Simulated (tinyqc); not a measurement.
Valley-orbit splitting of a donor ground state, with strain: one step, computed by the program tinyqc.

The basis is the 1s envelope in each valley; energies are counted from the unstrained conduction-band edge. The strain is e_s (a a^T - 1/3) for the unit stress axis a, so valley j along n_j moves by Xi_u e_s w_j with w_j = (n_j.a)^2 - 1/3: -1/3 for x and y, +2/3 for z.

Task: Levels and ground state under strain. Diagonalise H; the ground vector has positive components. The density at the nucleus, and so the contact hyperfine coupling, scales as (sum_j c_j)^2/(number of valleys), which is 1 without strain; the envelopes are held fixed.

Valleys: six along <100>. Stress axis: [001].

H (meV), rows +x, -x, +y, -y, +z, -z:
$$\begin{pmatrix}
-34.15112 & -1.85000 & -2.53000 & -2.53000 & -2.53000 & -2.53000 \\
-1.85000 & -34.15112 & -2.53000 & -2.53000 & -2.53000 & -2.53000 \\
-2.53000 & -2.53000 & -34.15112 & -1.85000 & -2.53000 & -2.53000 \\
-2.53000 & -2.53000 & -1.85000 & -34.15112 & -2.53000 & -2.53000 \\
-2.53000 & -2.53000 & -2.53000 & -2.53000 & -33.81775 & -1.85000 \\
-2.53000 & -2.53000 & -2.53000 & -2.53000 & -1.85000 & -33.81775
\end{pmatrix}$$

Give: levels; valley amplitudes of the ground state; hyperfine ratio A/A_0.

Result:

levels (meV): [-46.01, -32.30, -32.30, -31.97, -30.94, -30.72]

valley amplitudes of the ground state: +x 0.4112, -x 0.4112, +y 0.4112, -y 0.4112, +z 0.4023, -z 0.4023

hyperfine ratio A/A_0 = 0.9999
